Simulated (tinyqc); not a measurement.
## Mass and degeneracy from charge and saturation current

Question. At high drain voltage only states moving towards the drain are filled: n = (N0/2) F_0(eta), N0 = gv m kB T/(pi hbar^2), F_0(x) = ln(1 + exp x), and I = q (N0/2) vT F_(1/2)(eta) per width, vT = sqrt(2 kB T/(pi m)), F_(1/2)(x) = (2/sqrt(pi)) int_0^infinity u^(1/2)/(1 + exp(u - x)) du. Find eta and m.

Values chosen for this exercise:
- T = 300 K (temperature)
- gv = 1 (valley degeneracy)

Constants: q = 1.602176634e-19 C, kB = 1.380649e-23 J/K, hbar = 1.054571817e-34 J s, m0 = 9.1093837015e-31 kg. Results are converted to the units shown.

n = 8.2734097e11 cm^-2
I = 498.56249 uA/um

Answer. The mass drops out of I^2/(q^2 n) = gv (kB T)^2 F_(1/2)^2/(pi^2 hbar^2 F_0), which rises with eta and so fixes it; n then gives m.

eta = 3.250
m = 0.04660 m0

Program tinyqc, `OMP_NUM_THREADS=1 python tinyqc.py 2400099 2400100 out.jsonl`; Intel Xeon 2.30GHz, shared host, one thread, about 0.01 s.
